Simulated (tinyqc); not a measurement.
What each parameter does: pair of shallow donors (hydrogen-like orbitals).

Each donor has the orbital exp(-r/a); energy unit Ha* = q/(eps a), q = e^2/(4 pi eps0), so that a lone donor is bound by Ha*/2; x = R/a. One electron: S = (1 + x + x^2/3) exp(-x), j = 1/x - (1 + 1/x) exp(-2x), k = (1 + x) exp(-x); levels E(+/-) = -1/2 - (j +/- k)/(1 +/- S) in Ha*, without the repulsion of the ions, split by D = |E(-) - E(+)|. In six valleys the overlaps S and k are multiplied by v = [cos(K Rx) + cos(K Ry) + cos(K Rz)]/3, K = k0 (2 pi/a_lat), for isotropic envelopes and the symmetric valley state.

Two electrons, Heitler-London: with S' = (1 - x + x^2/3) exp(x), C = 1/x - exp(-2x)(1/x + 11/8 + 3x/4 + x^2/6), X = (1/5){exp(-2x)(25/8 - 23x/4 - 3x^2 - x^3/3) + (6/x)[S^2 (0.5772157 + ln x) + S'^2 Ei(-4x) - 2 S S' Ei(-2x)]}, Q = C - 2j + 1/x and A = X - 2 S k + S^2/x, the singlet and triplet lie at (Q +/- w A)/(1 +/- w S^2) from two lone donors, with the valley weight w = v^2; the exchange is J = triplet - singlet.

Constants: e^2/(4 pi eps0) = 14.39964547 eV angstrom.

Inputs chosen for the exercise (near those of two donors in Si; shifted at random, so the results belong to these values and not to a real crystal):
- a = 19.3 angstrom (orbital radius)
- eps = 11.2 (dielectric constant)
- n = (17, 17, 0) a_lat (separation vector)
- a_lat = 5.431 angstrom (lattice constant)
- k0 = 0.853 2 pi/a_lat (valley position)

x, D = |E(-) - E(+)| and J.

One parameter was then changed.

Results before and after:
```
case         x  D (meV)  J (micro-eV)
base     6.765   0.2234          1.88
changed  6.765   0.4606          8.00
```

Which of these changes was made? (a) a = 17.4 angstrom; (b) n = (18, 17, 0) a_lat; (c) eps = 12.3; (d) k0 = 0.833 2 pi/a_lat.

Answer: (d) k0 = 0.833 2 pi/a_lat. Of the candidates, run in turn, only this one gives the changed row.

All candidates:
```
case                       x  D (meV)  J (micro-eV)
base                   6.765   0.2234          1.88
a = 17.4 angstrom      7.504   0.1321         0.600
eps = 12.3             6.765   0.2034          1.71
k0 = 0.833 2 pi/a_lat  6.765   0.4606          8.00
n = (18, 17, 0) a_lat  6.967   0.1145         0.496
```

(tinyqc, `OMP_NUM_THREADS=1 python tinyqc.py 1282612 1282613 out.jsonl`, Intel(R) Xeon(R) Processor @ 2.30GHz, 1 thread, shared host, about 0.01 s.)
